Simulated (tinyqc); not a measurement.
Dopant redistribution at a moving silicon-oxide interface during parabolic oxidation: one step, computed by the program tinyqc.

Uniformly doped silicon is oxidised with x_ox = sqrt(B t); the interface advances into the silicon by alpha x_ox, alpha = 0.44. The dopant does not move in the oxide, and at the interface C(silicon) = m C(oxide).

Problem. Dose moved. Consumed silicon held alpha x_ox C_B; the oxide holds x_ox times the dopant concentration in the oxide; the difference is the excess in the silicon; 1 um = 1e-4 cm.

Inputs (values chosen for the exercise, modelled on boron in silicon under dry oxygen): oxidation activation energy E_B = 1.25 eV; bulk doping C_B = 9.9e+17 1/cm^3; temperature T = 1050 C.

oxide thickness = 0.2262167 um

concentration in the oxide = 1.322251e+18 1/cm^3

Give: dopant in the consumed silicon; dopant in the oxide; excess in the silicon.

Solution.

dopant in the consumed silicon = 9.854e+12 1/cm^2

dopant in the oxide = 2.991e+13 1/cm^2

excess in the silicon = -2.006e+13 1/cm^2

Caution: in this case the oxide is not much thicker than a typical Deal-Grove length A, so real growth is slower than parabolic. Caution: parabolic growth needs an oxide much thicker than the Deal-Grove length A, which fails for thin films and low temperatures; oxidation-enhanced or retarded diffusion is ignored.
